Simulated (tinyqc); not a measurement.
Hexagonal on-chip spiral inductor, lumped pi model: effect of the oxide below the coil.

Outer diameter do = di + 2 n wd + 2 (n - 1) sp, mean da = (do + di)/2, fill p = (do - di)/(do + di), length l = 3.464 n da. L = 2.33 mu0 n^2 da/(1 + 3.82 p), mu0 = 4 pi 1e-7 H/m. Rs = rho l/(wd delta (1 - exp(-th/delta))), delta = sqrt(rho/(pi f mu0)). Cs = n wd^2 eps0 eo/hu across the coil. At each end Cox = l wd eps0 eo/(2 ho) leads to the substrate branch Rsi = 2 rs he/(l wd) in parallel with Csi = l wd eps0 11.7/(2 he). With one end grounded Y = 1/(Rs + i w L) + i w Cs + 1/[1/(i w Cox) + 1/(1/Rsi + i w Csi)], w = 2 pi f; Q = -Im Y/Re Y. Eddy currents in neighbouring turns and in the substrate are left out.

Peak Q and its frequency from a search over f; self-resonance where Im Y = 0; Q at the given f (negative beyond resonance).

Values chosen for this exercise; values of the order met in silicon radio-frequency processes:
- n = 3.5 (number of turns)
- wd = 10 um (line width)
- sp = 2 um (space between turns)
- di = 80 um (inner diameter)
- th = 4 um (metal thickness)
- rho = 1.9 uohm cm (metal resistivity)
- hu = 1.1 um (oxide between coil and underpass)
- eo = 3.9 (relative permittivity of the oxide)
- rs = 1000 ohm cm (substrate resistivity)
- he = 30 um (effective spreading depth in the substrate)
- f = 5 GHz (frequency)

Constants: eps0 = 8.8541878128e-12 F/m. Results are converted to the units shown.

The same in every row: L (nH) = 1.893; do (um) = 160.0.

Effect of the oxide below the coil:
```
ho (um),peak Q,f of the peak (GHz),self-resonance (GHz),Q at f
1,21.20,8.404,19.88,18.97
2,21.66,8.711,20.47,19.11
3,22.06,8.992,21.00,19.23
5,22.76,9.485,21.96,19.42
7,23.33,9.906,22.78,19.55
10,24.03,10.43,23.83,19.69
15,24.90,11.12,25.21,19.84
```

What does the comparison show?

As ho goes from 1 to 15, L stays at 1.89 nH, the peak Q rises from 21.2 to 24.9, its frequency rises from 8.40 to 11.1 GHz and the self-resonance rises from 19.9 to 25.2 GHz.

Computed by the program tinyqc: `OMP_NUM_THREADS=1 python tinyqc.py 2302240 2302241 out.jsonl`, one thread of a shared Intel Xeon 2.30GHz, about 0.01 s for the whole run.
